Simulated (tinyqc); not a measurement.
Wannier-Stark ladder of a miniband: one step. Bessel amplitudes. Five cases, with inputs chosen for the exercise.

Task: With x = W/(2 e F d): J_j(x)^2 for j = 0 to 5, their running sum over -j ... j, and the spread sqrt(sum j^2 J_j^2) = x/sqrt2. For a hole fixed in well 0 the J_j^2 are the strengths of the optical lines at j e F d.

Case 1.

x = 2.200000

Case 2.

x = 2.000000

Case 3.

x = 1.742160

Case 4.

x = 0.969619

Case 5.

x = 1.886792

Give: Weights; spread.

Result:

Case 1.

Weights:
```
j   J_j^2     sum
0  0.0122  0.0122
1  0.3091  0.6304
2  0.1561  0.9425
3  0.0263  0.9952
4  0.0023  0.9998
5  0.0001  1.0000
```

spread = 1.556 periods

The strongest line is j = +/-1.

Case 2.

Weights:
```
j   J_j^2     sum
0  0.0501  0.0501
1  0.3326  0.7154
2  0.1245  0.9643
3  0.0166  0.9976
4  0.0012  0.9999
5  0.0000  1.0000
```

spread = 1.414 periods

The strongest line is j = +/-1.

Case 3.

Weights:
```
j   J_j^2     sum
0  0.1396  0.1396
1  0.3362  0.8120
2  0.0853  0.9826
3  0.0082  0.9991
4  0.0004  1.0000
5  0.0000  1.0000
```

spread = 1.232 periods

The strongest line is j = +/-1.

Case 4.

Weights:
```
j   J_j^2     sum
0  0.6059  0.6059
1  0.1849  0.9758
2  0.0118  0.9993
3  0.0003  1.0000
4  0.0000  1.0000
5  0.0000  1.0000
```

spread = 0.686 periods

The strongest line is j = 0.

Case 5.

Weights:
```
j   J_j^2     sum
0  0.0838  0.0838
1  0.3381  0.7600
2  0.1068  0.9736
3  0.0124  0.9984
4  0.0008  0.9999
5  0.0000  1.0000
```

spread = 1.334 periods

The strongest line is j = +/-1.

Computed by tinyqc, one run a case: `OMP_NUM_THREADS=1 python tinyqc.py N N+1 out.jsonl` with N = 1250521, 1250596, 1251102, 1251169, 1251447; one thread of a shared Intel(R) Xeon(R) Processor @ 2.30GHz, about 0.04 s a run at most.
